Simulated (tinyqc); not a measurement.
k.p theory built from an empirical-pseudopotential calculation at Gamma, step by step. Values are carried at full precision from step to step, so a last printed digit may differ when a step is redone from the rounded ones.

Empirical pseudopotential on the fcc lattice, atoms at +/- tau, tau = a (1,1,1)/8, no spin-orbit coupling. H(G,G') = c (2 pi/a)^2 |k + G|^2 delta + VS(q) cos(q.tau) + i VA(q) sin(q.tau), q = G - G', c = hbar^2/2m0; k and G in units of 2 pi/a; VS at |q|^2 = 3, 8, 11 and VA at 3, 4, 11, in rydberg, zero elsewhere. The basis is fixed: all 59 G with |G|^2 up to Gcut. Energies are counted from the fourth level at Gamma.

Constants: hbar^2/2m0 = 3.80998211 eV angstrom^2; Ry = 13.60569312 eV.

Inputs chosen for the exercise (near those of InAs; the results hold for these values, not for the real material):
- a = 6.056 angstrom (lattice constant)
- VS = (-0.214, 0, 0.048) Ry (symmetric form factors)
- VA = (0.078, 0.049, 0.031) Ry (antisymmetric form factors)
- Gcut = 12 (2 pi/a)^2 (largest |G|^2 of the fixed basis)

## Levels at Gamma

Diagonalise H at k = 0 and group equal levels.

Multiplets at Gamma:
```
multiplet  degeneracy    E (eV)
1                   1  -11.2748
2                   3    0.0000
3                   1    0.3092
4                   3    4.3663
5                   1    7.4543
6                   2    8.1000
7                   3   11.6359
8                   1   13.1771
9                   1   24.1683
```

The lowest empty multiplet is a singlet at 0.309 eV; the lowest empty singlet (s-like) is multiplet 3.

## Mass of the s-like conduction level (multiplet 3)

For a multiplet A of d_A states, W(B) = (4 c/(3 d_A)) sum over n in A, m in B and i = x, y, z of |<n|G_i|m>|^2 (G in 1/angstrom, <n|G_i|m> = sum_G c_n(G)* G_i c_m(G)); the mean inverse mass of A is 1 + sum_B W(B)/(E_A - E_B). Multiplets with W = 0 are left out.

List the couplings (the first eight at most); W to the valence triplet is the Kane energy Ep.

Couplings:
```
multiplet B  degeneracy  E_B (eV)   W (eV)  W/(E_A - E_B)
2                     3    0.0000  14.6247        47.2921
4                     3    4.3663   0.0035        -0.0009
7                     3   11.6359   0.3176        -0.0280
11                    3   24.1899   0.6122        -0.0256
12                    3   24.5728   0.1733        -0.0071
15                    3   36.5835   0.0296        -0.0008
16                    3   37.0964   0.0044        -0.0001
19                    3   38.0186   0.0186        -0.0005
```

sum over the higher multiplets = -0.0025
1/m = 48.2265

Ep = 14.62 eV. The valence triplet gives 47.29, all other levels together -0.07; m = 0.0207, against 0.0207 for two levels alone.

## Valence parameters

Fold all other levels onto the valence triplet: D(u) = c + 4 c^2 sum_m <n|u.G|m><m|u.G|n'>/(0 - E_m), in units of c. Along [100] its eigenvalues are L (once) and M (twice); along [111] (L + 2M + 2N)/3 (once) and (L + 2M - N)/3 (twice). Then g1 = -(L + 2M)/3, g2 = -(L - M)/6, g3 = -N/6.

eigenvalues along [100]: [-47.601, -1.819, -1.819]

eigenvalues along [111]: [-49.716, -0.762, -0.762]

L, M, N: [-47.601, -1.819, -48.954]

g1, g2, g3: [17.080, 7.630, 8.159]

With spin-orbit coupling added at fixed g1, g2, g3 and large against the hole energy these give heavy and light masses along [100] of 0.550 and 0.031. The s-like level alone adds Ep/(3E) = 15.76 to g1. Local form factors fix Ep and the gap only roughly, so these values can lie far from measured ones.

## Checks

- 1/m of the s-like level from the sum against the curvature of the band: both 48.23.
- L and M against the curvatures along [100]: largest relative difference 2.6e-05.

Run: tinyqc, `OMP_NUM_THREADS=1 python tinyqc.py 1080970 1080971 out.jsonl`; Intel(R) Xeon(R) Processor @ 2.30GHz, one thread, shared host; about 0.3 s of CPU time with all checks.
